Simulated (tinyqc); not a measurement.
Inside a calculation. Method: CIS and TDHF on RHF in the sto-3g basis, for H4, spin multiplicity 1. One step of it, computed by the program tinyqc.

Problem. CIS matrix, triplets. A(ia,jb) = (e_a - e_i) d_ij d_ab - (ij|ab).

orbital energies (hartree): MO1 -0.641811, MO2 -0.379473, MO3 0.402424, MO4 0.741150

Two-electron integrals over orbitals (pq|rs), unique and non-zero (hartree):
```
(11|11) 0.498252   (21|21) 0.168429   (22|11) 0.493848   (22|22) 0.505181
(31|31) 0.110612   (32|32) 0.082893   (33|11) 0.482063   (33|22) 0.481016
(33|33) 0.489532   (41|32) 0.081546   (41|41) 0.080272   (42|31) 0.113281
(42|42) 0.123435   (43|21) 0.165824   (43|43) 0.182051   (44|11) 0.491218
(44|22) 0.500679   (44|33) 0.499679   (44|44) 0.519607
```

Give: CIS matrix A, triplet.

Solution.

CIS matrix A, triplet (hartree), lower triangle:
```
        1>3     1>4    2>3    2>4
1>3   0.562
1>4   0.000   0.892
2>3   0.000  -0.166  0.301
2>4  -0.166   0.000  0.000  0.620
```
